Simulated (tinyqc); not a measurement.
Schottky diode by the thermionic emission-diffusion theory: one step of the calculation.

Metal on an n-type semiconductor with one parabolic valley; V > 0 is forward bias (metal positive). The band bends as a parabola over the depletion layer, by Vd = Vbi - V; no image force. Carriers drift and diffuse up to the interface and leave it with the velocity vR.

Question. Diffusion velocity. LD = sqrt(eps0 eps_r Vt/(q Nd)), a = sqrt((Vbi - V)/Vt), D(a) = exp(-a^2) int_0^a exp(s^2) ds (Dawson), vD = mun Vt/(sqrt(2) LD D(a)). For large a, vD tends to mun times the surface field sqrt(2 q Nd (Vbi - V)/(eps0 eps_r)).

Parameters, values chosen for the exercise; band and dielectric values close to those of silicon: temperature T = 350 K; relative permittivity eps_r = 11.5; electron mobility mun = 1400 cm^2/(V s); donor density Nd = 1.1e15 cm^-3; bias V = 0.086 V.

Constants: q = 1.602176634e-19 C, kB = 1.380649e-23 J/K, Vt = kB T/q, eps0 = 8.8541878128e-14 F/cm where lengths are in cm. Results are converted to the units shown.

Vbi = 0.53182941 V

Give: LD; a; D(a); vD; mun times the surface field.

Answer.

LD = 132.0 nm
a = 3.845
D(a) = 0.1350
vD = 1.675e7 cm/s
mun times the surface field = 1.739e7 cm/s

Range of the model: One isotropic valley is assumed; bands with several valleys have a larger Richardson constant and Nc.

Numbers from tinyqc (`OMP_NUM_THREADS=1 python tinyqc.py 2640012 2640013 out.jsonl`; about 0.01 s on one thread of a shared Intel Xeon 2.30GHz).
